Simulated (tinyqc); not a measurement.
# Silicon n-p-n transistor, Gummel numbers and transit times: effects of single changes

One-dimensional n-p-n transistor in the forward active mode at low injection. In the base p(x) = NB exp(-eta x/wb) and ni(x)^2 = ni^2 exp((g0 + g1 x/wb)/Vt); electrons leave the base at vsat; band spikes at the emitter junction and recombination inside the emitter are ignored.

Values chosen for this exercise; band and dielectric values close to those of silicon:
```
symbol    value        unit                                             meaning
T           300           K                                         temperature
Eg         1.13          eV                                            band gap
eps_r      11.7                                           relative permittivity
Nc      2.85e19       cm^-3              conduction-band density of states at T
Nv      2.65e19       cm^-3                 valence-band density of states at T
vsat     1.01e7        cm/s                                 saturation velocity
wb          110          nm                                  neutral base width
NB       3.1e17       cm^-3                     base doping at the emitter edge
eta           0                                  doping falls as exp(-eta x/wb)
g0            0          eV       gap reduction at the emitter edge of the base
g1            0          eV      further gap reduction across the base (linear)
Dn           13      cm^2/s          electron diffusion coefficient in the base
NE       1.4e20       cm^-3                                      emitter doping
gE        0.102          eV  gap reduction in the emitter (negative: wider gap)
we          140          nm                               neutral emitter width
Dp          2.2      cm^2/s           hole diffusion coefficient in the emitter
Se          2e6        cm/s       recombination velocity at the emitter contact
tb         1e-8           s                       electron lifetime in the base
NC       1.1e16       cm^-3                                    collector doping
VCB         1.9           V                         collector-base reverse bias
Cj          1.9     fF/um^2                        emitter junction capacitance
Rc          5.8    ohm um^2                   emitter plus collector resistance
mp          110  cm^2/(V s)                           hole mobility in the base
```

Constants: q = 1.602176634e-19 C, kB = 1.380649e-23 J/K, Vt = kB T/q, eps0 = 8.8541878128e-14 F/cm where lengths are in cm. Results are converted to the units shown.

Each table varies one quantity; the others keep the values above.

## Cut-off frequency against collector current

f(x) = p(x) ni^2/ni(x)^2; I(x) = integral from x to wb of f/Dn, plus f(wb)/vsat; base Gummel number GB = I(0); electron density per unit flux n/(J/q) = I/f; base transit time tauB = integral of I/f over the base. ni = sqrt(Nc Nv) exp(-Eg/(2 Vt)), Eg in volts; JC = J0 exp(VBE/Vt), J0 = q ni^2/GB; collector layer one-sided, Wc = sqrt(2 eps0 eps_r (Vbc + VCB)/(q NC)), Vbc = Vt ln(NB exp(-eta) NC/ni^2), Cjc = eps0 eps_r/Wc, tauC = Wc/(2 vsat). Delay 1/(2 pi fT) = tauE + tauB + tauC + tauR with tauE = Vt (Cj + Cjc)/JC and tauR = Rc Cjc. Charge stored in the emitter is left out. The Kirk effect, also left out, sets in near JC = q NC vsat. n(0) = (JC/q) I(0)/f(0).

The same in every row: tauB (ps) = 5.743; tauC (ps) = 2.795; tauR (ps) = 0.001064.

Result of one run:
```
JC (mA/um^2),VBE (V),tauE (ps),fT (GHz),JC/(q NC vsat),n(0)/NB
0.0027,0.7619,19.95,5.587,0.01517,0.005138
```

What becomes of these results when the collector current density JC is changed from 0.0027 to 0.0058 mA/um^2, all else the same?

Result of the changed run:
```
JC (mA/um^2),VBE (V),tauE (ps),fT (GHz),JC/(q NC vsat),n(0)/NB
0.0058,0.7816,9.287,8.928,0.03258,0.01104
```

The whole series:
```
JC (mA/um^2),VBE (V),tauE (ps),fT (GHz),JC/(q NC vsat),n(0)/NB
0.00059,0.7225,91.29,1.594,0.003315,0.001123
0.0013,0.7430,41.43,3.185,0.007303,0.002474
0.0027,0.7619,19.95,5.587,0.01517,0.005138
0.0058,0.7816,9.287,8.928,0.03258,0.01104
0.012,0.8004,4.488,12.22,0.06742,0.02284
0.027,0.8214,1.995,15.11,0.1517,0.05138
0.057,0.8407,0.9449,16.78,0.3202,0.1085
0.12,0.8599,0.4488,17.71,0.6742,0.2284
0.26,0.8799,0.2072,18.20,1.461,0.4948
```

fT rises from 1.59 to 18.2 GHz as the charging time falls as 1/JC; its limit for vanishing tauE is 18.6 GHz, of which the largest delay is tauB (67.3 %). tauE equals the other delays together at JC = 0.00631 mA/um^2. For JC = 0.12, 0.26 JC nears or passes q NC vsat, where base push-out would lower fT. For JC = 0.12, 0.26 the electron density at the emitter edge exceeds a fifth of NB, beyond low injection.

## Effect of the neutral base width

ni = sqrt(Nc Nv) exp(-Eg/(2 Vt)), Eg in volts; GE = NE exp(-gE/Vt)(we/Dp + 1/Se); JC = J0 exp(VBE/Vt), J0 = q ni^2/GB; gain limited by back injection GE/GB, by base recombination tb/tauB, together 1/beta = the sum of the inverses; collector layer one-sided, Wc = sqrt(2 eps0 eps_r (Vbc + VCB)/(q NC)), Vbc = Vt ln(p(wb) NC/ni^2), Cjc = eps0 eps_r/Wc; Early voltage VA = GB q p(wb)/(f(wb) Cjc [1/Dn - (eta + g1/Vt)/(wb vsat)]), f(wb) = p(wb) exp(-(g0 + g1)/Vt), p(wb) = NB exp(-eta); tauC = Wc/(2 vsat). Peak fT here means 1/(2 pi (tauB + tauC + Rc Cjc)); base sheet resistance 1/(q mp times the integral of p).

The same in every row: tauC (ps) = 2.795.

Effect of the neutral base width:
```
wb (nm),GB (s/cm^4),GE/GB,tb/tauB,beta,VA (V),tauB (ps),peak fT (GHz),base sheet resistance (kohm)
28,9.746e10,190.7,1.728e4,188.6,11.06,0.5788,47.16,65.37
41,1.285e11,144.7,9501,142.5,14.58,1.052,41.35,44.64
61,1.762e11,105.5,4914,103.3,20.00,2.035,32.94,30.01
90,2.453e11,75.76,2496,73.53,27.85,4.006,23.40,20.34
130,3.407e11,54.55,1284,52.33,38.68,7.787,15.04,14.08
200,5.076e11,36.61,575.9,34.42,57.63,17.36,7.894,9.152
300,7.461e11,24.91,266.1,22.78,84.70,37.59,3.941,6.101
440,1.080e12,17.21,126.9,15.15,122.6,78.82,1.950,4.160
```

What does the comparison show?

As wb goes from 28 to 440, beta falls from 189 to 15.2, VA rises from 11.1 to 123 V, the peak fT falls from 47.2 to 1.95 GHz and the base sheet resistance falls from 65.4 to 4.16 kohm. The product beta VA changes by a factor of 0.890. Back injection limits the gain in every row. tauB goes as wb^(1.78), between the 2 of diffusion and the 1 of the exit-velocity term.

Range of the model: Heavy doping makes emitter or base degenerate; gE and g0 are to be read as apparent gap changes that include this.

Numbers from tinyqc (`OMP_NUM_THREADS=1 python tinyqc.py 2320161 2320162 out.jsonl`; about 0.01 s on one thread of a shared Intel Xeon 2.30GHz).
